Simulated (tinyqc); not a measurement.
Millisecond and nanosecond annealing: surface heating, thermal budget and solid-phase regrowth: one step, computed by the program tinyqc. Command: `OMP_NUM_THREADS=1 python tinyqc.py 3015692 3015693 out.jsonl flash walk`. One thread of a shared host (Intel(R) Xeon(R) Processor @ 2.30GHz), about 0.02 s of CPU time with the checks.

A square pulse heats the surface of a thick wafer with constant thermal properties; losses by radiation are neglected and silicon melts at 1414 C.

Question. Temperature in depth and time. Absorbed flux q = (1 - R) fluence/t_p; kappa = k/c. With f(z, t) = (2 q/k) sqrt(kappa t) ierfc(z/(2 sqrt(kappa t))), ierfc(x) = exp(-x^2)/sqrt(pi) - x erfc(x): T = T0 + f(z, t) during the pulse and T0 + f(z, t) - f(z, t - t_p) after it.

Inputs (values chosen for the exercise, modelled on hot silicon with phosphorus):
```
quantity                    value        unit
incident fluence             26.7      J/cm^2
pulse length t_p            0.001           s
reflectance R                0.46           -
thermal conductivity k        0.3    W/(cm K)
heat capacity per volume c   2.19  J/(cm^3 K)
preheat temperature T0        500           C
wafer thickness d             775          um
```

Source: flash lamp.

thermal length sqrt(kappa t_p) = 117.0411 um

Give: Temperature (C).

Answer.

Temperature (C):
```
t/t_p  surface  z = 0.5 thermal lengths  z = 1  z = 2
0.10       701                    533.3  502.2  500.0
0.25       817                    612.3  528.3  500.6
0.50       949                    722.5  593.7  509.6
0.75      1050                    813.6  660.9  529.6
1.00      1135                    892.7  724.6  556.5
1.10       965                    888.6  746.8  568.5
1.50       829                    805.8  747.2  610.3
2.00       763                    751.6  720.4  630.9
4.00       670                    667.0  658.2  627.5
10.00      603                    602.3  600.3  592.7
```

One tenth of a pulse length after the end the surface has lost 170 C: cooling starts as sqrt(t - t_p), much faster than heating ends. Caution: by the last row heat has reached the back of the wafer, so the surface stays hotter than listed.
